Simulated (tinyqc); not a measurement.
Inside a calculation: Boltzmann transport in a parabolic band with a power-law relaxation time. Values are carried at full precision from step to step, so a last printed digit may differ when a step is redone from the rounded ones.

F_j(eta) = (1/Gamma(j + 1)) integral_0^infinity x^j dx/(1 + exp(x - eta)), which tends to exp(eta) for eta << 0.

n = N F_1/2(eta) with N = 2 (m kB T/(4 pi c))^(3/2) with c = hbar^2/2m0, in 1/angstrom^3; times 1e24 for 1/cm^3, m = md.

Constants: hbar^2/2m0 = 3.80998211 eV angstrom^2; kB = 8.617333262e-05 eV/K.

Parameters, chosen for this exercise (masses near those of InAs; tau0 is set for a mobility of the usual size at this n, kL is a free input; freeze-out and phonon drag, which matter near 77 K, are left out; not measured data): n = 9.9e+16 1/cm^3 (electron density); md = 0.025 m0 (density-of-states mass); T = 300 K; r = 0 (exponent of tau); tau0 = 190 fs (tau at E = kT); mc = 0.0254 m0 (conductivity mass); kL = 120 W/(m K) (lattice thermal conductivity).

## Reduced Fermi level

Solve for eta.

N = 9.919e+16 1/cm^3
eta = 0.3461

## Integrals for r = 0 (a constant relaxation time)

tau = tau0 x^r with x = E/kT. With K_j = Gamma(j + 1) F_j(eta): <tau> = tau0 (r + 3/2) K_(r+1/2)/((3/2) K_(1/2)); mu = <tau>/(mc m0/e), m0/e = 5.685630e-12 kg/C; Hall factor rH = (3/2) K_(1/2) (2r + 3/2) K_(2r+1/2)/((r + 3/2) K_(r+1/2))^2; Seebeck S = -(kB/e) [(r + 5/2) K_(r+3/2)/((r + 3/2) K_(r+1/2)) - eta]; Lorenz number L = (kB/e)^2 [(r + 7/2) K_(r+5/2)/((r + 3/2) K_(r+1/2)) - ((r + 5/2) K_(r+3/2)/((r + 3/2) K_(r+1/2)))^2]; kB/e in V/K. Valley anisotropy is left out of rH.

Evaluate F_j and K_j for j = 1/2, r + 1/2, r + 3/2, r + 5/2 and 2r + 1/2 (each value once).

F_j and K_j:
```
j        F_j      K_j
0.5  0.99805  0.88450
1.5   1.1710   1.5566
2.5   1.2780   4.2471
```

## Transport coefficients

Form the ratios; u is the mean energy carried, in kT.

<tau>/tau0 = 1.000
rH = 1.000
u = 2.933
S = -222.9 microvolt/K
L = 1.931 1e-8 W ohm/K^2

The non-degenerate limits are rH = 1.000, u = r + 5/2 = 2.5 and L = (r + 5/2)(kB/e)^2 = 1.856; the degenerate ones are rH = 1 and L = 2.443.

## Mobility, conductivity and figure of merit

mu = <tau>/(mc m0/e) with m0/e = 5.685630e-12 kg/C; sigma = e n mu, e = 1.602176634e-19 C; Hall mobility rH mu; power factor S^2 sigma; ZT = S^2 sigma T/(kL + L sigma T), all in SI units.

mu = 1.32e+04 cm^2/(V s)
Hall mobility = 1.32e+04 cm^2/(V s)
sigma = 209 S/cm
power factor = 1.04 mW/(m K^2)
electronic thermal conductivity = 0.121 W/(m K)
ZT = 0.0026

A Hall measurement read with rH = 1 would give a density of 9.90e+16 1/cm^3. Electrons carry 0.1 % of the heat.

## Checks

- Seebeck coefficient against direct integration over -df/dE (microvolt/K): both -222.9.

Run: tinyqc, `OMP_NUM_THREADS=1 python tinyqc.py 1651071 1651072 out.jsonl`; Intel(R) Xeon(R) Processor @ 2.30GHz, one thread, shared host; about 0.01 s of CPU time with all checks.
